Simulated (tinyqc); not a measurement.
Geometry optimisation on the UHF/sto-6g surface (energies and gradients from PySCF), for H4+, spin multiplicity 2, step by step. One step of it, computed by the program tinyqc.

Question. Step 1: move. Quasi-Newton step p = -H^(-1) g (first H = 1 times the unit matrix); steps longer than 0.1 bohr are cut back (factor 0.496 here).

positions at the start (bohr):
```
,x,y,z
1H,0.083148,0.041574,-0.030236
2H,0.026456,0.064251,1.698864
3H,0.064251,2.205310,-0.071810
4H,-0.009449,2.296017,1.793350
```

gradient (hartree/bohr):
```
,x,y,z
1H,0.00086107,0.08068909,-0.05303163
2H,-0.00309660,0.07781879,0.06196524
3H,0.00354818,-0.07622580,-0.07069091
4H,-0.00131265,-0.08228208,0.06175730
```

Give: positions after step 1.

Answer.

positions after step 1 (bohr):
```
,x,y,z
1H,0.0827,0.0015,-0.0039
2H,0.0280,0.0256,1.6681
3H,0.0625,2.2431,-0.0367
4H,-0.0088,2.3368,1.7627
```
